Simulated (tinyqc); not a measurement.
## Transfer length from front and end resistance

Problem. A contact of length d and width W has Rc = (Rsh Lt/W) coth(d/Lt) and Re = (Rsh Lt/W)/sinh(d/Lt), with Rsh the sheet resistance under the metal and Lt = sqrt(rc/Rsh). Find Lt, Rsh and rc.

Values chosen for this exercise: contact length d = 1.5 um; contact width W = 350 um.

Rc = 0.26321724 ohm
Re = 0.21164479 ohm

Answer. Rc/Re = cosh(d/Lt) gives Lt, and Re then gives Rsh.

Lt = 2.191 um
Rsh = 25.00 ohm/sq
rc = 1.200e-6 ohm cm^2

tinyqc, about 0.01 s, one thread, Intel Xeon 2.30GHz (shared host): `OMP_NUM_THREADS=1 python tinyqc.py 2760117 2760118 out.jsonl`
